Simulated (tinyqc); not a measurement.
Polytypes and stacking faults of a tetrahedral semiconductor in an axial Ising model with couplings up to third neighbours: one step, computed by the program tinyqc. Command: `OMP_NUM_THREADS=1 python tinyqc.py 3021690 3021691 out.jsonl polytype walk`. One thread of a shared host (Intel(R) Xeon(R) Processor @ 2.30GHz), about 0.01 s of CPU time with the checks.

Each double layer has s = +1 or -1 for the sense of its stacking step; E per pair of atoms = E0 - sum_n J_n <s_i s_(i+n)>, n = 1, 2, 3. Hexagonality h = (1 - <s_i s_(i+1)>)/2.

Task: Electronic energy gained by the fault. The fault binds electrons in a two-dimensional band E_b below the conduction edge, g2 = m m0/(pi hbar^2) for one valley. With the Fermi level held by the bulk, eta = ln[n/N_c(T)], N_c(T) = N_c (T/300)^1.5, the grand potential falls by g2 (k_B T)^2 F1(x), x = eta + E_b/(k_B T), F1(x) = integral from 0 to infinity of ln(1 + exp(x - t)) dt; sheet density g2 k_B T ln(1 + e^x). Band bending by the trapped charge is left out, so the gain is an upper bound. Net fault energy = gamma of the I2 fault less the electronic gain.

Inputs (values chosen for the exercise, of the order of those of GaN for J, a, G and the gaps):

| quantity | value | unit |
|---|---|---|
| binding energy of the fault level E_b | 0.067 | eV |
| in-plane mass m | 0.28 | m0 |
| effective density of states N_c at 300 K | 3.4e+19 | 1/cm^3 |
| electron density n | 5e+16 | 1/cm^3 |
| temperature T | 350 | K |

Host polytype: 2H.

energy of the glide fault, I2 = 34.95687 mJ/m^2

Constants: m_0 = 9.1093837015e-31 kg; hbar = 1.054571817e-34 J s; k_B = 1.380649e-23 J/K; k_B = 8.617333262e-05 eV/K.

Give: x; sheet density; electronic gain; net fault energy.

Result:

x = -4.532

sheet density = 3.776e+10 1/cm^2

electronic gain = 0.001829 mJ/m^2

net fault energy = 34.96 mJ/m^2

The gain offsets 0.0052 % of the fault energy.
